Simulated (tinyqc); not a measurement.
# Changing the step factor eta

Model: geometry relaxation of a small cluster. Computed by tinyqc, a small Python program. Command: `OMP_NUM_THREADS=1 python tinyqc.py 3005940 3005941 out.jsonl relax sweep`. One thread of a shared host (Intel(R) Xeon(R) Processor @ 2.30GHz), about 0.09 s of CPU time with the checks.

E = sum_i {sum_j A exp(-p (r_ij/r0 - 1)) - xi sqrt(rho_i)}, rho_i = sum_j exp(-2 q (r_ij/r0 - 1)); the force on i is -sum_j w_ij (R_i - R_j)/r_ij with w_ij = -(2p/r0) A exp(-p (r_ij/r0 - 1)) + (xi q/r0) exp(-2 q (r_ij/r0 - 1)) (rho_i^(-1/2) + rho_j^(-1/2)).

Inputs (values chosen for the exercise, for model atoms):
```
quantity                 value      unit
length r0                 2.66  angstrom
repulsion A               0.16        eV
hopping xi                 2.3        eV
decay p                   11.1         -
decay q                   2.68         -
largest number of steps    500         -
```

Potential: Gupta. Method: FIRE.

starting positions (angstrom):
```
            x     y      z
atom 1   0.41  0.14   0.06
atom 2   2.64  0.11   0.02
atom 3    2.3  2.51   0.06
atom 4  -0.01  2.34   -0.1
atom 5    1.1  1.01   1.89
atom 6    1.2  1.32  -1.87
```

Method:
- FIRE with unit mass: if F.v > 0, v = (1 - a) v + a |v| F/|F|, and after more than 5 such steps in a row dt = min(1.1 dt, 5 dt0), a = 0.99 a; else v = 0, a = 0.1, and dt = dt/2 (not at the first step). Then v = v + dt F, R(new) = R + dt v. dt0 = sqrt(eta), a = 0.1 at first.
- No atom moves more than 0.3 angstrom a step (the whole step is scaled). Stop when the largest force component is below 1e-5 eV/angstrom.
- Hessian at the final positions by central differences of the forces; six eigenvalues vanish (translations and rotations). Steepest descent is stable for eta below 2/lambda_max and contracts the softest mode by 1 - eta lambda_min a step.

One run for each value:
```
step factor eta (angstrom^2/eV)  steps  final energy (eV)  largest stable eta (angstrom^2/eV)
0.0020                             133            -25.440                            0.055452
0.0029                             134            -25.440                            0.055452
0.0042                             107            -25.440                            0.055452
0.0062                             112            -25.440                            0.055452
0.0089                             110            -25.440                            0.055452
0.0130                             128            -25.440                            0.055452
0.0190                             113            -25.440                            0.055452
0.0280                             115            -25.440                            0.055452
0.0400                             110            -25.440                            0.055452
```

Over the rows, steps lies between 107 and 134 without a single trend. The final energy is the same in every row; the largest stable eta for plain steepest descent is 0.0555. The adaptive time step absorbs much of the change in eta.

Extremes, crossings and ranges named in words are read from the listed rows.
